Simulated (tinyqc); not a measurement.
# Bloch-Grueneisen resistivity of a metal, step by step

A worked calculation. Computed by tinyqc, a small Python program that keeps every step. Command: `OMP_NUM_THREADS=1 python tinyqc.py 3022165 3022166 out.jsonl bg walk`. One thread of a shared host (Intel(R) Xeon(R) Processor @ 2.30GHz), about 0.01 s of CPU time with the checks. Intermediate numbers are printed to about 6 digits and carried at full precision; extremes and crossings named in words are read from the listed rows.

Electrons scatter from a Debye spectrum of phonons (n = 5 for scattering within one band, n = 3 for scattering into a second, heavy band) and from static defects.

Inputs (values chosen for the exercise, modelled on silver): exponent n = 5; Debye temperature Theta = 210 K; transport coupling lambda_tr = 0.12; Drude plasma energy hbar w_p = 8.9 eV; residual resistivity rho_0 = 0.61 microohm cm; temperature T = 77 K.

Addition: none.

Constants: k_B = 1.380649e-23 J/K; hbar = 1.054571817e-34 J s; eps_0 = 8.8541878128e-12 F/m; hbar = 6.582119569e-16 eV s; k_B = 8.617333262e-05 eV/K.

## Scale of the phonon resistivity

rho_ph = (n - 1) rho_1 (T/Theta)^n J_n(Theta/T), with rho_1 = 2 pi lambda_tr k_B Theta/(hbar eps_0 w_p^2), the high-temperature line at T = Theta.

rho_1 = 1.28053 microohm cm

## The integral and the phonon part

J_n(y) = int_0^y x^n e^x/(e^x - 1)^2 dx, by 96 Gauss-Legendre points (upper limit at most 60).

Theta/T = 2.72727

J_n = 9.40104

phonon resistivity rho_ph = 0.319142 microohm cm

This is 68 % of the straight line rho_1 T/Theta.

## Total resistivity and derived numbers

Matthiessen's rule: rho = rho_0 + rho_ph. Temperature coefficient (1/rho) d rho/dT by a central difference of +/- 0.5 K; residual ratio rho(295 K)/rho(4.2 K); scattering time tau = 1/(eps_0 w_p^2 rho); Wiedemann-Franz kappa = L_0 T/rho, L_0 = (pi^2/3)(k_B/e)^2.

resistivity rho = 0.929142 microohm cm

temperature coefficient = 7.68503 1e-3/K

residual resistance ratio = 3.86744

scattering time = 66.4846 fs

Wiedemann-Franz conductivity = 202.457 W/(m K)

The coefficient is 0.592 times 1/T; the temperature-independent part dilutes it. Caution: below about Theta/2 small-angle phonon scattering degrades heat flow more than charge flow, so a thermal conductivity taken from rho by the Wiedemann-Franz law would be too high.

## Limits of the phonon part

Low T: (n - 1) n! zeta(n) rho_1 (T/Theta)^n. High T: rho_1 (T/Theta) [1 - (n - 1)/(12 (n + 1)) (Theta/T)^2].

Resistivities (microohm cm):
```
T (K)       rho_ph    low-T law  straight line  line with correction  total rho
6.3    1.54877e-05  1.54877e-05        0.03842                     -    0.61002
10.0   1.56052e-04  1.56057e-04        0.06098                     -    0.61016
17.0   2.18100e-03  2.21579e-03        0.10366                     -    0.61218
25.0   1.29281e-02  1.52400e-02        0.15244                     -    0.62293
42.0   8.23853e-02  2.03953e-01        0.25611                     -    0.69239
74.0   2.97719e-01  3.46292e+00        0.45123               0.24935    0.90772
100.0  4.82025e-01  1.56057e+01        0.60978               0.46038    1.09203
170.0  9.53537e-01  2.21579e+02        1.03662               0.94874    1.56354
250.0  1.46623e+00  1.52400e+03        1.52444               1.46468    2.07623
420.0  2.52582e+00  2.03953e+04        2.56106               2.52549    3.13582
```

The low-T law holds to 10 % up to 17 K, the straight line from 170 K on. The local exponent of rho_ph falls from 5.00 to 1.05. Phonons overtake the residual resistivity between 100 and 170 K.

Checks made by the program: J_n at large argument against n! zeta(n) (relative difference below 1e-10).
